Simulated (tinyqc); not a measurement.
What moves the results: band folding and unfolding in a supercell of a chain. A value that a table varies takes the place of the one given here.

A chain with hopping -t and n = 4 sites a supercell. H(K) has v_j on the diagonal, -t between neighbours and -t exp(2 pi i K) on the bond that closes the cell (from the last site to the first of the next cell). The point K holds the n wave vectors k_m = (K + m)/n of the primitive zone, in 2 pi/a, m = 0 to n - 1, with E0 = -2t cos(2 pi k_m). The unfolding weight of a state c on k_m is |sum_j c_j exp(-2 pi i k_m j)|^2/n, j = 0 to n - 1.

Inputs chosen for the exercise: t = 1.04 eV (hopping); v = (0.31, 0, 0, 0) eV (site energies in the supercell); Kq = 0.07 2 pi/(n a) (wave vector in the small zone).

## Minigaps against first-order theory

Gap i lies between minibands i and i + 1, at K = 1/2 for odd i and K = 0 for even i, where k = +/- i/(2n) are degenerate; first order gives 2|V_i|, the Fourier component V_q = (1/n) sum_j v_j exp(-2 pi i q j/n) for q equal to the number of the gap. Computed for the potential at full and at half strength.

Gaps (eV):

| i | E0 at the crossing | 2\|V_i\| | gap | gap at half strength |
|---|---|---|---|---|
| 1 | -1.4708 | 0.1550 | 0.1469 | 0.0755 |
| 2 | 0.0000 | 0.1550 | 0.1541 | 0.0774 |
| 3 | 1.4708 | 0.1550 | 0.1631 | 0.0795 |

Halving the potential about halves gaps 1, 2 and 3, the scaling of first order. The largest miss of first order is 8 meV, at i = 1 and 3; the potential spans 0.30 t.

## From folded lines to real minibands

The potential is scaled by x. For the lowest level at K: energy, second-order estimate E0(k_0) + x V_0 - x^2 sum_m |V_m|^2/(E0(k_m) - E0(k_0)), weight on k_0, and width of the lowest miniband between K = 0 and 1/2.

Lowest level:

| x | E (eV) | second order (eV) | weight on k_0 | miniband width (eV) |
|---|---|---|---|---|
| 0.00 | -2.0674 | -2.0674 | 1.000 | 0.6092 |
| 0.25 | -2.0485 | -2.0485 | 1.000 | 0.5903 |
| 0.50 | -2.0305 | -2.0305 | 0.999 | 0.5722 |
| 1.00 | -1.9968 | -1.9973 | 0.997 | 0.5385 |
| 1.50 | -1.9662 | -1.9677 | 0.994 | 0.5078 |
| 2.00 | -1.9384 | -1.9418 | 0.990 | 0.4798 |
| 3.00 | -1.8897 | -1.9010 | 0.980 | 0.4308 |
| 4.00 | -1.8491 | -1.8748 | 0.969 | 0.3897 |

Second order is -0.4 meV off at x = 1 and -11 meV at x = 3. The weight on the parent k falls to 1.00 at x = 1 and 0.97 at x = 4, and the miniband narrows from 0.609 to 0.390 eV as the state gathers on the low sites. While the weight stays near one the primitive band is still the right picture and the folded copies carry little spectral weight.

## What each change does

The two lowest levels at K and the weight of the lowest on k_0. Each row changes one parameter from the base and keeps the others.

Results:

| case | level 1 (eV) | level 2 (eV) | weight |
|---|---|---|---|
| base | -1.9968 | -0.1632 | 0.9971 |
| t = 1.144 eV | -2.2030 | -0.1850 | 0.9976 |
| v = (-0.31, 0, 0, 0) eV | -2.1527 | -0.3174 | 0.9964 |
| Kq = 0.465 2 pi/(n a) | -1.5043 | -1.2860 | 0.8692 |

The largest shifts from the base row, up to three for each result and ties (the steps differ in size, so this ranks the rows, not the parameters). level 1 (eV): Kq +0.4926, t -0.2062, v -0.1559. level 2 (eV): Kq -1.1228, v -0.1541, t -0.0217. weight: Kq -0.1279, v -0.0007, t +0.0005.

Run: tinyqc, `OMP_NUM_THREADS=1 python tinyqc.py 1452429 1452430 out.jsonl`; Intel(R) Xeon(R) Processor @ 2.30GHz, one thread, shared host; about 0.01 s of CPU time with all checks.
